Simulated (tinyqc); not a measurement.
# Coupling ratio and rate constant from the late transient

Problem. Long after the knee a floating-gate cell follows U = Vg - (tox/ag) B/ln(K t). Find K and ag.

Inputs (values chosen for the exercise): tunnel oxide thickness tox = 9.7 nm; control-gate voltage Vg = 13.9 V.

U at t = 0.006 and 0.6 s (V): [0.51181196, 2.3925696]
B = 24.889791 V/nm

Solution. 1/(Vg - U) is linear in ln t; the ratio of the two values gives ln(K t_a), and either value gives ag.

K = 2.88e14 1/s
ag = 0.640

Computed by the program tinyqc: `OMP_NUM_THREADS=1 python tinyqc.py 2130126 2130127 out.jsonl`, one thread of a shared Intel Xeon 2.30GHz, about 0.02 s for the whole run.
